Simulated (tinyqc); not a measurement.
# Depth and level of a trap from the time ratio

Problem. For an oxide trap tc/te = exp(E/Vt) with E = E0 - dpsi - (xt/tox)(Vg - VT - dpsi), dpsi being the rise of the surface potential above its value at threshold. Find xt and E0, and the depth that would be read if dpsi were ignored.

Parameters, values chosen for the exercise: temperature T = 350 K; insulator thickness tox = 6 nm.

Constants: q = 1.602176634e-19 C, kB = 1.380649e-23 J/K, Vt = kB T/q. Results are converted to the units shown.

Vg - VT (V): [0.06, 0.21]
tc/te: [1.9292855, 0.41890112]
dpsi (V): [0.027170560, 0.062745039]

Solution. E + dpsi is a straight line in the oxide voltage Vg - VT - dpsi with slope -xt/tox and intercept E0. Ignoring dpsi assigns the motion of the bands to the trap and overstates its depth.

xt = 0.5500 nm
E0 = 0.05000 eV
depth read without dpsi = 1.843 nm

Numbers from tinyqc (`OMP_NUM_THREADS=1 python tinyqc.py 2710054 2710055 out.jsonl`; about 0.01 s on one thread of a shared Intel Xeon 2.30GHz).
